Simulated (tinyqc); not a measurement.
# Current crowding under a contact, resistor ladder against the transmission-line model: effects of single changes

A metal contact of length d and width W on a thin layer of the same width. The metal has no resistance, the sheet resistance under it equals Rsh, and current enters the layer at the front edge x = 0.

Inputs (values chosen for the exercise):
- Rsh = 42 ohm/sq (sheet resistance of the semiconductor layer)
- rc = 1.6e-8 ohm cm^2 (specific contact resistivity)
- d = 0.19 um (contact length)
- W = 1.1 um (contact width)

Each table varies one quantity; the others keep the values above.

## Effect of the contact length

Transfer length Lt = sqrt(rc/Rsh); front resistance Rc = (Rsh Lt/W) coth(d/Lt); end resistance Re = (Rsh Lt/W)/sinh(d/Lt).

Effect of the contact length:
```
d (um)     d/Lt  Rc W (ohm um)  rc/d (ohm um)     Re/Rc
0.029   0.14858         55.578         55.172   0.98906
0.048   0.24593         34.003         33.333   0.97050
0.08    0.40988         21.108         20.000   0.92150
0.13    0.66605         14.076         12.308   0.81292
0.22     1.1272         10.120         7.2727   0.58637
0.36     1.8445         8.6179         4.4444   0.30851
0.59     3.0229         8.2365         2.7119  0.097095
0.96     4.9185         8.1984         1.6667  0.014619
```

What does the table show?

Rc W falls from 55.6 to 8.20 ohm um, as d^(-0.98) between the first two rows. It levels off at sqrt(rc Rsh) = 8.20 ohm um and, among the rows, is within 5 % of that from d = 0.59 um on (Lt = 0.195 um): metal beyond two transfer lengths lowers Rc by less than 4 %.

## Effect of the sheet resistance

Same model as above.

Results:
```
Rsh (ohm/sq)   Lt (um)     d/Lt  Rc W (ohm um)  Re W (ohm um)
1.9            0.91766  0.20705         8.5410         8.3612
4.7            0.58346  0.32564         8.7166         8.2740
12             0.36515  0.52034         9.1677         8.0527
30             0.23094  0.82272         10.240         7.5411
190           0.091766   2.0705         17.999         4.4692
490           0.057143   3.3250         28.073         2.0171
1200          0.036515   5.2034         43.820        0.48184
```

Estimate the missing row, Rsh = 77 ohm/sq.

Computed row:
```
Rsh (ohm/sq)  Lt (um)    d/Lt  Rc W (ohm um)  Re W (ohm um)
77            0.14415  1.3181         12.813         6.4001
```

With this row back in the table: Rc W rises from 8.54 to 43.8 ohm um while Re W falls from 8.36 to 0.482 ohm um; for Rsh going to zero both tend to rc/d = 8.42 ohm um. A larger Rsh shortens Lt and crowds the current to the front edge.

Numbers from tinyqc (`OMP_NUM_THREADS=1 python tinyqc.py 2760010 2760011 out.jsonl`; about 0.01 s on one thread of a shared Intel Xeon 2.30GHz).
